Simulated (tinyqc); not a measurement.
Binding against carrier density: donor level screened by free carriers (Yukawa potential).

Screening wave number: Debye ks^2 = 4 pi q n/(eps kB T); Thomas-Fermi ks^2 = 6 pi q n/(eps EF) with EF = c (3 pi^2 n/gv)^(2/3)/m, c = hbar^2/2m0; the two are joined by 1/ks^2 = sqrt(1/ks_D^4 + 1/ks_TF^4). 1e18/cm^3 = 1e-6/angstrom^3, q = e^2/(4 pi eps0).

Potential -(q/(eps r)) exp(-ks r), q = e^2/(4 pi eps0). In units Ry* = Ry m/eps^2 and a* = a0 eps/m the problem is [-Laplacian - 2 exp(-x r)/r] psi = E psi with x = ks a*.

Converged values use 18 functions exp(-z r), z = 1.55^i, i = -11 to 6: S = 2/A^3, H = z_i z_j S - 2/(A + x)^2, A = z_i + z_j.

Constants: e^2/(4 pi eps0) = 14.39964547 eV angstrom; kB = 8.617333262e-05 eV/K; hbar^2/2m0 = 3.80998211 eV angstrom^2.

Inputs chosen for the exercise (near those of a donor in InP, with one mean mass; the results hold for these values, not for the real material): m = 0.079 m0 (mass); eps = 12.4 (dielectric constant); gv = 1 (valleys); T = 77 K (temperature); nl = (0.00066, 0.0022, 0.0066, 0.022, 0.066, 0.22, 0.66) x 1e18/cm^3 (densities).

Ry* = 6.9904 meV
a* = 83.061 angstrom

x from the joined ks; converged 1s binding (dash: x above 1.17, at or past the limit 1.19 where the state unbinds).

Results:
```
n (1e18/cm^3)  EF/kB T  1/ks (angstrom)      x  binding (meV)  n^(1/3) a*
0.00066           0.05            830.3  0.100           5.69       0.072
0.0022            0.12            455.3  0.182           4.75       0.108
0.0066            0.24            264.2  0.314           3.47       0.156
0.022             0.55            148.3  0.560           1.71       0.233
0.066             1.14             93.0  0.893           0.36       0.336
0.22              2.54             63.7  1.304              -       0.501
0.66              5.27             50.2  1.655              -       0.723
```

The binding falls from 5.7 to 0.4 meV (bare value 7.0); it passes half the bare value between 0.0022 and 0.0066 x 1e18/cm^3. The level is unbound, or bound by less than 0.001 Ry*, from 0.22 x 1e18/cm^3 on; as the density rises, it is lost by the time n^(1/3) a* reaches 0.50. x grows with exponent 0.50 in n at the start and 0.22 at the end (1/2 for Debye, 1/6 for Thomas-Fermi screening). The level survives to n^(1/3) a* = 0.34, past the 0.26 of the Mott rule, which corresponds to x = 1 for one valley with degenerate screening; here the level lasts until x = 1.19, the screening is at most the degenerate value, and overlap of donors is left out.

Run: tinyqc, `OMP_NUM_THREADS=1 python tinyqc.py 1250210 1250211 out.jsonl`; Intel(R) Xeon(R) Processor @ 2.30GHz, one thread, shared host; about 0.01 s of CPU time with all checks.
